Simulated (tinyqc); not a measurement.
What moves the results: stepped quantum well by finite differences. A value that a table varies takes the place of the one given here.

Finite differences on points z_i at the centres of cells of width h: H_ii = (c/h^2)(1/m_(i-1/2) + 1/m_(i+1/2)) + V_i, H_(i,i+1) = -(c/h^2)/m_(i+1/2), where m_(i+1/2) is the mean of the masses at the two points (the end values are repeated outwards), psi = 0 on the points beyond both ends, c = hbar^2/2m0. The field adds e F (z - z0) with z0 the middle of the structure; 1 kV/cm = 1e-5 eV/angstrom.

Constants: hbar^2/2m0 = 3.80998211 eV angstrom^2.

Values chosen for the exercise (near those of an InGaAs well in InP; shifted at random, so the results belong to these values and not to a real crystal): layers = ((68, 0.246, 0.081), (34, 0, 0.0412), (85, 0.106, 0.0583), (68, 0.246, 0.081)) (each layer: thickness in angstrom, band edge in eV, mass in m0); hf = 1.0625 angstrom (cell width of the fine grid); Fs = (0, 10, 20, 30, 40, 50, 60) kV/cm (fields); F = 12 kV/cm (field along z).

## Stark shift

Fine grid. Perturbation theory: dE1 = e F z_11 - beta (e F)^2 with beta = sum_j z_1j^2/(E_j - E_1) over the 13 next levels at zero field, z from z0.

Levels against field:
```
F (kV/cm)  E1 (eV)  E2 (eV)  dE1 (meV)  second order (meV)  <z - z0> (angstrom)  E2 - E1 (meV)
0           0.0927   0.1692       0.00                0.00                -26.9           76.5
10.0        0.0899   0.1711      -2.77               -2.77                -28.5           81.2
20.0        0.0870   0.1730      -5.68               -5.71                -29.8           86.0
30.0        0.0840   0.1748      -8.73               -8.82                -31.1           90.9
40.0        0.0808   0.1766     -11.89              -12.09                -32.2           95.8
50.0        0.0775   0.1783     -15.16              -15.54                -33.2          100.7
60.0        0.0742   0.1798     -18.52              -19.15                -34.1          105.7
```

z_11 = -26.89 angstrom
beta = 8373 angstrom^2/eV

The state sits -26.9 angstrom off the middle at zero field, so the shift starts linearly in F. At 60 kV/cm E1 has moved by -18.52 meV, where second order gives -19.15 meV; they differ by 3.4 % there. The electron moves by -7.2 angstrom, against the rise of the potential. From 60 kV/cm on E2 lies above the lowest point of the outer barrier, so it is a resonance or a state of the finite grid, held or pushed up by its ends. E2 - E1 grows with the field; the ends are 76.5 and 105.7 meV.

## Order of mass and momentum

Fine grid. Hermitian kinetic operators m^a p m^b p m^a with 2a + b = -1: H_ii = (c/h^2) m_i^(2a) (m_(i-1/2)^b + m_(i+1/2)^b) + V_i, H_(i,i+1) = -(c/h^2) m_i^a m_(i+1)^a m_(i+1/2)^b; BenDaniel-Duke is a = 0. The halved form has H_ii = 2c/(h^2 m_i) + V_i and H_(i,i+1) = -(c/2h^2)(1/m_i + 1/m_(i+1)). The shifts are measured against BenDaniel-Duke; the last column repeats E1 with cells of hf/4.

Levels (eV):
```
operator                             E1      E2  E1 - E1(BDD) (meV)  E1 at hf/4
BenDaniel-Duke                   0.0893  0.1715                 0.0      0.0894
(1/m) p^2 + p^2 (1/m), halved   -0.0663  0.1314              -155.7     -2.7218
m^(-1/2) p^2 m^(-1/2)            0.1096  0.1873                20.3      0.1096
m^(-1/4) p m^(-1/2) p m^(-1/4)   0.1004  0.1787                11.0      0.1004
one mass, the smallest           0.1019  0.1961                12.5      0.1019
```

The three forms m^a p m^b p m^a span 20.3 meV in E1, 25 % of E2 - E1; they differ only at the mass steps (largest to smallest mass 1.97), where m^a psi is the continuous quantity. Dropping the mass step altogether moves E1 by +12.5 meV. Refining the grid moves the halved form by -2655.5 meV, against at most 0.03 meV for the other three: at an abrupt step it has no limit as the grid is refined.

(tinyqc, `OMP_NUM_THREADS=1 python tinyqc.py 1250318 1250319 out.jsonl`, Intel(R) Xeon(R) Processor @ 2.30GHz, 1 thread, shared host, about 0.03 s.)
